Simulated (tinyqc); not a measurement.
# Trap density and scattering coefficient from 1/f noise

Inverse problem. f S = K0 (1 + ac mu Cox I/gm)^2 with K0 = q^2 Vt lt Nt/(W L Cox^2), Vt in eV and Nt per eV. Find K0, Nt and ac.

Parameters, values chosen for the exercise: temperature T = 325 K; gate length L = 65 nm; total gate width W = 80 um; gate capacitance Cox = 1.63 uF/cm^2; mobility mu = 160 cm^2/(V s); tunnelling length into the oxide lt = 0.1 nm.

Constants: q = 1.602176634e-19 C, kB = 1.380649e-23 J/K, Vt = kB T/q. Results are converted to the units shown.

I/gm at two biases (V): [0.0421613376, 0.306157153]
f S at these biases (V^2): [6.66299471e-11, 9.59398357e-11]

Answer. sqrt(f S) is linear in I/gm: the intercept is sqrt(K0), and slope over intercept is ac mu Cox.

K0 = 6.24e-11 V^2
Nt = 1.20e18 cm^-3 eV^-1
ac = 3.00e3 V s/C

Program tinyqc, `OMP_NUM_THREADS=1 python tinyqc.py 2150003 2150004 out.jsonl`; Intel Xeon 2.30GHz, shared host, one thread, about 0.01 s.
